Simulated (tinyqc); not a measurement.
Low-temperature mobility of a two-dimensional electron gas with static screening: one step, computed by the program tinyqc.

One subband is filled, the gas is degenerate and scatters at the Fermi circle; one permittivity serves on both sides of the interface. All formulas are in SI units, masses times m_0. Piezoelectric and polar phonons are left out, and n_s is taken as set by a gate, independent of N_i.

Task: Interface roughness. Form factors of a sheet of zero thickness: G(q) = 1, P(q) = exp(-q d). Dielectric function eps(q) = 1 + q_TF G(q)/q, with q = 2 k_F sin(theta/2). Roughness: <|U|^2> = (e F)^2 S(q), S = pi Delta^2 Lambda^2 exp(-q^2 Lambda^2/4). 1/tau_t = (m/(pi hbar^3)) int_0^pi (1 - cos theta) <|U|^2>/eps(q)^2 dtheta; the quantum rate 1/tau_q drops the factor (1 - cos theta); 200 Gauss-Legendre points in s with theta = pi s^2, s from 0 to 1; mu = e tau_t/m.

Inputs (values chosen for the exercise, modelled on a strained silicon well):
```
quantity                                        value    unit
in-plane mass m                                 0.197     m_0
permittivity eps                                 11.6       -
roughness height Delta                           0.26      nm
correlation length Lambda                         4.6      nm
remote charge density N_i                     1.8e+11  1/cm^2
distance d of the charges from the interface       23      nm
```

Wave function: ideal sheet. Roughness spectrum: Gaussian.

k_F = 0.5878564 1/nm

q_TF = 1.283711 1/nm

effective field F = 0.8699701 MV/cm

Constants: m_0 = 9.1093837015e-31 kg; hbar = 1.054571817e-34 J s; e = 1.602176634e-19 C; eps_0 = 8.8541878128e-12 F/m.

Give: tau_t, roughness; tau_q, roughness; roughness mobility; tau_t/tau_q, roughness.

Result:

tau_t, roughness = 2.686 ps

tau_q, roughness = 1.026 ps

roughness mobility = 23979 cm^2/(V s)

tau_t/tau_q, roughness = 2.617

k_F Lambda = 2.70.
